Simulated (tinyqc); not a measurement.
Inside a calculation. Model: short-channel transistor, virtual-source model with series resistance.

Numbers from tinyqc (`OMP_NUM_THREADS=1 python tinyqc.py 2380148 2380149 out.jsonl`; about 0.01 s on one thread of a shared Intel Xeon 2.30GHz). Printed values are rounded.

The current per gate width is the charge at the top of the source barrier (the virtual source) times its velocity times a saturation function; al and be are fitting constants of the model. Units: I in uA/um, Rs in ohm um, so I Rs = 1e-6 I Rs in volts; Q in uC/cm^2, so I = 1e-4 Q vx0 Fsat with vx0 in cm/s.

Inputs (values chosen for the exercise):
- T = 273 K (temperature)
- Cinv = 1.58 uF/cm^2 (inversion capacitance)
- vx0 = 6.42e6 cm/s (velocity at the virtual source)
- mu = 140 cm^2/(V s) (apparent mobility)
- L = 45 nm (channel length)
- VT0 = 0.31 V (threshold at zero drain voltage)
- dl = 0.06 V/V (drain-induced barrier lowering)
- n0 = 1.22 (subthreshold factor)
- nd = 0 1/V (growth of n with drain voltage)
- al = 3.5 (threshold shift (in units of Vt) from weak to strong inversion)
- be = 1.8 (sharpness of saturation)
- Rs = 70 ohm um (series resistance of each contact)
- Vgs = 1 V (gate voltage)
- Vds = 0.05 V (drain voltage)

Constants: q = 1.602176634e-19 C, kB = 1.380649e-23 J/K, Vt = kB T/q. Results are converted to the units shown.

## Iteration 1: current through the series resistance

I at the start = 0 uA/um

Intrinsic voltages Vg' = Vgs - I Rs, Vd' = Vds - 2 I Rs. n = n0 + nd Vd', VT = VT0 - dl Vd', Ff = 1/(1 + exp((Vg' - VT + al Vt/2)/(al Vt))), Q = Cinv n Vt ln(1 + exp((Vg' - VT + al Vt Ff)/(n Vt))), Vdsat = (vx0 L/mu)(1 - Ff) + Vt Ff, Fsat = u/(1 + u^be)^(1/be) with u = Vd'/Vdsat, and I(out) = Q vx0 Fsat per width. (Fsat takes the sign of u.) I(new) = I + 0.3 (I(out) - I).

Vg' = 1 V
Vd' = 0.05 V
VT = 0.307 V
Ff = 1.341438e-4
Q = 1.094957 uC/cm^2
Vdsat = 0.2063326 V
Fsat = 0.2324275
I(out) = 163.3878 uA/um
I after iteration 1 = 49.01635 uA/um

## Iteration 2: current through the series resistance

As before.

Vg' = 0.9965689 V
Vd' = 0.04313771 V
VT = 0.3074117 V
Ff = 1.405521e-4
Q = 1.088887 uC/cm^2
Vdsat = 0.2063314 V
Fsat = 0.2024342
I(out) = 141.5147 uA/um
I after iteration 2 = 76.76586 uA/um

## Iteration 3: current through the series resistance

As before.

Vg' = 0.9946264 V
Vd' = 0.03925278 V
VT = 0.3076448 V
Ff = 1.443147e-4
Q = 1.085450 uC/cm^2
Vdsat = 0.2063308 V
Fsat = 0.1851118
I(out) = 128.9968 uA/um
I after iteration 3 = 92.43513 uA/um

## Course of the iteration: current through the series resistance

Stop when I changes by less than 1e-7 uA/um, or after 80 iterations.

Course of the iteration:
```
iteration  I (uA/um)  |change| (uA/um)
1           49.01635              49.0
2           76.76586              27.7
3           92.43513              15.7
4           101.2716              8.84
5           106.2515              4.98
6           109.0570              2.81
7           110.6371              1.58
8           111.5271             0.890
9           112.0282             0.501
...              ...               ...
28          112.6742           9.15e-6
29          112.6742           5.15e-6
30          112.6742           2.90e-6
31          112.6742           1.63e-6
32          112.6742           9.20e-7
33          112.6742           5.18e-7
34          112.6742           2.92e-7
35          112.6742           1.64e-7
36          112.6742           9.25e-8
```

Converged in 36 iterations. At the end each change is about 0.56 times the one before: linear convergence.

## What the series resistance costs

converged I = 112.6742 uA/um
I0 = 163.3878 uA/um

Intrinsic voltages Vg' = Vgs - I Rs, Vd' = Vds - 2 I Rs. n = n0 + nd Vd', VT = VT0 - dl Vd', Ff = 1/(1 + exp((Vg' - VT + al Vt/2)/(al Vt))), Q = Cinv n Vt ln(1 + exp((Vg' - VT + al Vt Ff)/(n Vt))), Vdsat = (vx0 L/mu)(1 - Ff) + Vt Ff, Fsat = u/(1 + u^be)^(1/be) with u = Vd'/Vdsat, and I = Q vx0 Fsat per width. I0 is the current for Rs = 0. Effective velocity I/Q; transit time L Q/I.

loss against I0 = 31.03881 %
effective velocity = 1.042312e6 cm/s
transit time = 4.317324 ps

The carriers leave the virtual source at 16.2 % of vx0: Vd' is not large against Vdsat.
